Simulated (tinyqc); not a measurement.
Thin-film transistor with exponential tail and deep states, accumulation layer: one step of the calculation.

An undoped film in accumulation, thicker than the space-charge layer. With band bending psi the Fermi level lies E0 - psi below the band edge. Free electrons n = n0 exp(psi/Vt) carry the current; electrons in two exponential distributions of traps, a = a0 exp(psi/Va) and d = d0 exp(psi/Vp), do not. Linear regime, ohmic contacts, traps in equilibrium.

Problem. Surface potential by Newton steps. Va = kB Tt/q, Vp = kB Td/q. G(psi) = sum over the three kinds of c0 [V (exp(psi/V) - 1) - psi], field F = sqrt(2 q G/(eps0 eps_r)); Vg = psi + eps0 eps_r F/Ci at the surface. f = psi + eps0 eps_r F/Ci - Vg, f' = 1 + q rho/(Ci F) with rho = sum c0 (exp(psi/V) - 1); psi(new) = psi - f/f'.

Parameters, values chosen for the exercise; values close to those of amorphous silicon:
```
symbol,value,unit,meaning
T,250,K,temperature
eps_r,11.8,,relative permittivity of the semiconductor
Tt,310,K,characteristic temperature of the tail
Td,990,K,characteristic temperature of the deep states
Ci,35,nF/cm^2,gate capacitance
Vg,7.6,V,gate voltage above flat band
```

Constants: q = 1.602176634e-19 C, kB = 1.380649e-23 J/K, Vt = kB T/q, eps0 = 8.8541878128e-14 F/cm where lengths are in cm. Results are converted to the units shown.

psi after iteration 1 = 0.39855689 V
n0 = 3.0358513e9 cm^-3
a0 = 2.2453050e12 cm^-3
d0 = 1.4101721e15 cm^-3

Find: F; f; f'; psi after iteration 2.

Solution.

F = 247.78 kV/cm
f = 0.19505 V
f' = 134.95
psi after iteration 2 = 0.39711 V

Numbers from tinyqc (`OMP_NUM_THREADS=1 python tinyqc.py 2610014 2610015 out.jsonl`; about 0.02 s on one thread of a shared Intel Xeon 2.30GHz).
